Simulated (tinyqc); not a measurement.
# From drift velocity back to optical or intervalley deformation potential D_o

Model: hot carriers by balance equations with a heated Maxwellian. Computed by tinyqc, a small Python program. Command: `OMP_NUM_THREADS=1 python tinyqc.py 3025208 3025209 out.jsonl hot inv`. One thread of a shared host (Intel(R) Xeon(R) Processor @ 2.30GHz), about 0.1 s of CPU time with the checks.

The carriers follow a Maxwellian at an electron temperature T_e, slightly displaced; the drift energy is neglected against k_B T_e. The balance averages the rate, not the time, so mu_0 lies below the relaxation-time value.

Inputs (values chosen for the exercise, modelled on electrons in silicon):

| quantity | value | unit |
|---|---|---|
| effective mass m | 0.325 | m_0 |
| density rho | 2329 | kg/m^3 |
| sound velocity v_l | 9030 | m/s |
| acoustic deformation potential D_A | 10 | eV |
| phonon energy hbar w | 58.5 | meV |
| final valleys Z_f | 5 | - |
| lattice temperature T | 300 | K |
| electric field F | 5.8 | kV/cm |
| mixing | 0.3 | - |
| iteration cap | 300 | - |

Band: parabolic. Solver: damped fixed point.

Constants: k_B = 8.617333262e-05 eV/K; k_B = 1.380649e-23 J/K; e = 1.602176634e-19 C; hbar = 1.054571817e-34 J s; m_0 = 9.1093837015e-31 kg; hbar = 6.582119569e-16 eV s.

Method:
- Parabolic band: E = hbar^2 k^2/(2 m), speed v = hbar k/m, states per spin, volume and energy g(E) = m k/(2 pi^2 hbar^2). Masses are multiplied by m_0 and all formulas are in SI units.
- Phonon occupation N_q = 1/(exp(hbar w/(k_B T)) - 1).
- Acoustic deformation potential (elastic, equipartition, absorption and emission together): 1/tau = 2 pi k_B T D_A^2 g(E)/(hbar rho v_l^2).
- Optical or intervalley deformation potential: 1/tau = (pi Z_f D_o^2/(rho w)) [N_q g(E + hbar w) + (N_q + 1) g(E - hbar w)], with g = 0 below the band edge.
- Averages over the Maxwellian, <y> = int y x^(1/2) exp(-x) dx / int x^(1/2) exp(-x) dx with x = E/(k_B T_e), split at x_0 = hbar w/(k_B T_e): 64 Gauss-Legendre points in sqrt(x) below it and 128 in sqrt(x - x_0) above it, up to x = 32. Momentum balance: mu(T_e) = e/(m nu), nu = <x (sum of rates)>/<x>. Power lost per carrier: P(T_e) = hbar w <emission rate - absorption rate> + <(2 m v_l^2/(k_B T)) (E - 2 k_B T) acoustic rate>.
- Energy relaxation time at weak heating: tau_E = (3/2) k_B / (dP/dT_e), the derivative by a central difference of +/- 0.5 K at T_e = T.
- Fixed point: T_out = T + (T_e - T) e mu(T_e) F^2/P(T_e), T_new = T_e + mixing (T_out - T_e).
- Start at T_e = 1.5 T; stop when T_e moves by less than 1e-6 K or exceeds 1e6 K.
- v = mu(T_e) F; warm-carrier coefficient (mu/mu_0 - 1)/F^2.

Task: A run gave the result below. Find the optical or intervalley deformation potential D_o, known to lie between 3.5 and 6.2 1e8 eV/cm.

drift velocity = 0.4504505 1e7 cm/s

Result:

Each step takes the trial c = (a f_b - b f_a)/(f_b - f_a), f being the result less the target and a, b, c the logarithms of the listed values; c replaces end b, the old b replaces a if the sign of f changed, and otherwise f_a is halved.

Scan of the range:

| optical or intervalley deformation potential D_o (1e8 eV/cm) | drift velocity (1e7 cm/s) |
|---|---|
| 3.50 | 0.503995 |
| 3.85 | 0.493217 |
| 4.23 | 0.478606 |
| 4.66 | 0.459527 |
| 5.12 | 0.437241 |
| 5.64 | 0.410890 |
| 6.20 | 0.382267 |

False position (Illinois rule, in the logarithm of the input) inside the bracket:

| step | end a | end b | trial | drift velocity (1e7 cm/s) |
|---|---|---|---|---|
| 1 | 4.66000 | 5.12000 | 4.84214 | 0.450878 |
| 2 | 5.12000 | 4.84214 | 4.85061 | 0.450469 |
| 3 | 5.12000 | 4.85061 | 4.85135 | 0.450434 |
| 4 | 4.85061 | 4.85135 | 4.85100 | 0.450451 |
| 5 | 4.85135 | 4.85100 | 4.85100 | 0.450451 |

Drift velocity falls at every point of a 13-point scan of the range (every second point is shown), so one value fits; it is bracketed by 4.66 and 5.12. Answer: optical or intervalley deformation potential D_o = 4.851 1e8 eV/cm.

Caution: the drift energy m v^2/2 is not small against the heating (3/2) k_B (T_e - T), so T_e - T is rough.
